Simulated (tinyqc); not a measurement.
G0W0 on RHF in the sto-3g basis, for BeH2, spin multiplicity 1, step by step. One step of it, computed by the program tinyqc.

Problem. G0W0 on Hartree-Fock: HOMO. W(p,q,m) = sqrt2 sum_ia (pq|ia) (X+Y)_ia,m; Sigma_c(x) = sum_(i,m) W^2/(x - e_i + w_m) + sum_(a,m) W^2/(x - e_a - w_m); solve x = e_p + Sigma_c(x) by Newton steps; Z = 1/(1 - dSigma/dx); 1 hartree = 27.211386 eV.

orbital energies (hartree): MO1 -4.520541, MO2 -0.454047, MO3 -0.417312, MO4 0.212283, MO5 0.212283, MO6 0.452034, MO7 0.919686

Two-electron integrals over orbitals (pq|rs), unique and non-zero (hartree):
```
(11|11) 2.271518    (21|11) -0.197339   (21|21) 0.026321    (22|11) 0.484779
(22|21) -0.006597   (22|22) 0.396234    (31|31) 0.005910    (32|31) 0.013834
(32|32) 0.164005    (33|11) 0.454746    (33|21) -0.002771   (33|22) 0.409498
(33|33) 0.432698    (41|41) 0.015766    (42|41) 0.015247    (42|42) 0.049200
(43|43) 0.014454    (44|11) 0.569175    (44|21) -0.007954   (44|22) 0.367718
(44|33) 0.354678    (44|44) 0.449859    (51|51) 0.015766    (52|51) 0.015247
(52|52) 0.049200    (53|53) 0.014454    (54|54) 0.024249    (55|11) 0.569175
(55|21) -0.007954   (55|22) 0.367718    (55|33) 0.354678    (55|44) 0.401360
(55|55) 0.449859    (61|11) -0.183135   (61|21) 0.025083    (61|22) -0.006681
(61|33) -0.003971   (61|44) -0.004851   (61|55) -0.004851   (61|61) 0.024121
(62|11) 0.114144    (62|21) -0.006584   (62|22) -0.023664   (62|33) -0.046852
(62|44) 0.053782    (62|55) 0.053782    (62|61) -0.004158   (62|62) 0.078169
(63|31) -0.002369   (63|32) -0.094354   (63|63) 0.083641    (64|41) 0.016361
(64|42) 0.047359    (64|64) 0.050812    (65|51) 0.016361    (65|52) 0.047359
(65|65) 0.050812    (66|11) 0.474995    (66|21) -0.006644   (66|22) 0.395070
(66|33) 0.406121    (66|44) 0.366137    (66|55) 0.366137    (66|61) -0.006144
(66|62) -0.034079   (66|66) 0.410134    (71|31) 0.011062    (71|32) 0.020262
(71|63) -0.001808   (71|71) 0.021097    (72|31) 0.003638    (72|32) -0.043769
(72|63) 0.061293    (72|71) 0.007467    (72|72) 0.056632    (73|11) 0.141285
(73|21) -0.004969   (73|22) -0.005070   (73|33) -0.020518   (73|44) 0.060398
(73|55) 0.060398    (73|61) -0.003367   (73|62) 0.073539    (73|66) -0.025634
(73|73) 0.082856    (74|43) 0.013731    (74|74) 0.016595    (75|53) 0.013731
(75|75) 0.016595    (76|31) 0.011104    (76|32) 0.142589    (76|63) -0.094942
(76|71) 0.016487    (76|72) -0.054922   (76|76) 0.140346    (77|11) 0.574790
(77|21) -0.008912   (77|22) 0.425598    (77|33) 0.444179    (77|44) 0.389955
(77|55) 0.389955    (77|61) -0.008710   (77|62) -0.034819   (77|66) 0.433681
(77|73) -0.009447   (77|77) 0.485716
```

excitation energies w (hartree): 0.657867  0.657867  0.758024  0.758024  0.993629  1.008880  1.502465  1.522178  4.764308  4.764308  5.020596  5.482281

X + Y:
```
            1          2          3          4          5          6          7         8
1>4  0.000000   0.000000  -0.012232   0.000051   0.000000   0.000000   0.000000  0.000000
1>5  0.000000   0.000000  -0.000051  -0.012232   0.000000   0.000000   0.000000  0.000000
1>6  0.000000   0.000000   0.000000   0.000000   0.000000   0.002309   0.000000  0.003369
1>7  0.000000   0.000000   0.000000   0.000000   0.002657   0.000000  -0.005225  0.000000
2>4  0.000000   0.000000   0.937550  -0.003893   0.000000   0.000000   0.000000  0.000000
2>5  0.000000   0.000000   0.003893   0.937550   0.000000   0.000000   0.000000  0.000000
2>6  0.000000   0.000000   0.000000   0.000000   0.000000   0.915629   0.000000  0.198964
2>7  0.000000   0.000000   0.000000   0.000000  -0.254080   0.000000   0.933605  0.000000
3>4  0.943365  -0.259010   0.000000   0.000000   0.000000   0.000000   0.000000  0.000000
3>5  0.259010   0.943365   0.000000   0.000000   0.000000   0.000000   0.000000  0.000000
3>6  0.000000   0.000000   0.000000   0.000000   0.913272   0.000000   0.164373  0.000000
3>7  0.000000   0.000000   0.000000   0.000000   0.000000  -0.296874   0.000000  0.905499

            9        10         11         12
1>4  0.000000  0.996678   0.000000   0.000000
1>5  0.996678  0.000000   0.000000   0.000000
1>6  0.000000  0.000000   0.995204   0.000000
1>7  0.000000  0.000000   0.000000   0.996153
2>4  0.000000  0.001831   0.000000   0.000000
2>5  0.001831  0.000000   0.000000   0.000000
2>6  0.000000  0.000000  -0.000631   0.000000
2>7  0.000000  0.000000   0.000000   0.001465
3>4  0.000000  0.000000   0.000000   0.000000
3>5  0.000000  0.000000   0.000000   0.000000
3>6  0.000000  0.000000   0.000000  -0.000205
3>7  0.000000  0.000000  -0.000791   0.000000
```

Give: The 12 largest terms at x = e_p; Newton steps; quasiparticle energy of the HOMO; Hartree-Fock value.

Solution.

The 12 largest terms at x = e_p (hartree; W for the signs of X + Y given):
```
q   m        W       term
2   5  -0.1061     0.0109
7   8   0.1268    -0.0056
6   7   0.1004    -0.0042
2   7  -0.0799     0.0041
6   5   0.0860    -0.0040
3   6  -0.0521     0.0027
7   6   0.0604    -0.0016
3   8  -0.0395     0.0010
5   2   0.0193  -2.89e-04
4   1   0.0193  -2.89e-04
2  12   0.0285   1.47e-04
1  12   0.0156   2.54e-05
```

Newton steps (hartree):
```
step        x  Sigma_c(x)       Z
0     -0.4173      0.0029  0.9769
1     -0.4144      0.0029  0.9769
2     -0.4144      0.0029  0.9769
```

quasiparticle energy of the HOMO = -11.2776 eV

Hartree-Fock value = -11.3556 eV
